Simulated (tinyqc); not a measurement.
Ballistic transport through the one-dimensional subbands of a rectangular nanowire or nanosheet channel. Changing the height a. Computed by tinyqc, a small Python program. Command: `OMP_NUM_THREADS=1 python tinyqc.py 3002467 3002468 out.jsonl wire sweep`. One thread of a shared host (Intel(R) Xeon(R) Processor @ 2.30GHz), about 0.04 s of CPU time with the checks.

Hard walls, parabolic subbands, transport along x. Energies are counted from the bulk conduction band edge at the top of the barrier, which the gate pulls down by U; the source Fermi level lies at the bulk edge when U = 0.

Inputs (values chosen for the exercise, modelled on In0.53Ga0.47As):
```
quantity                                   value  unit
mass m                                     0.047   m_0
width b                                       24    nm
equivalent oxide thickness t                 1.8    nm
gate voltage above flat band V_G            0.36     V
drain voltage V_D                           0.05     V
temperature T                                300     K
mean free path for back-scattering lambda     45    nm
channel length L                             100    nm
```

Valleys: single isotropic valley.

Constants: hbar^2/(2 m_0) = 3.80998212 eV angstrom^2; k_B = 8.617333262e-05 eV/K; m_0 = 9.1093837015e-31 kg; k_B = 1.380649e-23 J/K; hbar = 1.054571817e-34 J s; eps_0 = 8.8541878128e-12 F/m; e = 1.602176634e-19 C; h = 6.62607015e-34 J s.

Method:
- E_pq = (hbar^2 pi^2/2)(p^2/(m_y b^2) + q^2/(m_z a^2)); m_x = m_y = m_z = m, degeneracy g = 1; the 10 lowest subbands are kept.
- F_j(eta) = (1/Gamma(j + 1)) int_0^infinity x^j/(1 + exp(x - eta)) dx, F_0 = ln(1 + exp(eta)). Integrals over x = E/(k_B T) use 160 Gauss-Legendre points in u = sqrt(x) from 0 to sqrt(max(eta, 0) + 32).
- With degeneracy g = 1, eta_i = (U - E_i)/(k_B T) and u = e V_D/(k_B T): line density n = sum_i g sqrt(2 m_x k_B T/pi)/(2 hbar) [F_-1/2(eta_i) + F_-1/2(eta_i - u)]; gate: e n = C_ox (V_G - U/e), C_ox = 3.9 eps_0 2 (a + b)/t (flat-plate estimate); I = (2 e k_B T/h) sum_i g [F_0(eta_i) - F_0(eta_i - u)].
- Linear conductance G = (2 e^2/h) sum_i g f(eta_i), g = 1, f = 1/(1 + exp(-eta_i)), with the barrier frozen at the eta_i above; current per perimeter I/(2(a + b)); with scattering, transmission lambda/(lambda + L) and low-bias resistance (1 + L/lambda)/G.

One run for each value; columns: (1) height a (nm); (2) current per perimeter (microampere/micrometre); (3) ballistic current I (microampere); (4) line density n (1/nm); (5) mean velocity I/(e n) (1e7 cm/s); (6) open modes sum g f:
```
(1)      (2)     (3)     (4)     (5)     (6)
5.1    46.64   2.715  0.0921  1.8403  1.1094
7.4   151.22   9.496  0.4732  1.2525  2.7627
11.0  186.05  13.023  0.7412  1.0967  3.8792
15.0  246.98  19.265  1.0361  1.1606  5.6206
22.0  296.90  27.315  1.4475  1.1778  7.9526
```

What does the table show, and why?

Over the rows, current per perimeter (microampere/micrometre) rises from 46.6 to 297 (exponent d ln y / d ln x 3.2 between the first rows and 0.48 between the last); ballistic current I (microampere) rises from 2.71 to 27.3 (exponent d ln y / d ln x 3.4 between the first rows and 0.91 between the last); line density n (1/nm) rises from 0.0921 to 1.45 (exponent d ln y / d ln x 4.4 between the first rows and 0.87 between the last). V_G is held fixed; thinning the wire lifts the subbands as 1/a^2, which acts as a threshold shift. Left out: 2.50, 3.60 (the wire is off). Left out: 31.0 (more than ten subbands are occupied).

Caution (rows 5.10, 7.40): confinement energies this large call for non-parabolicity and barrier penetration, which lower the subbands and raise the mass. Caution (rows 22.0): the tenth subband is still occupied, so the truncation to ten understates charge and current.
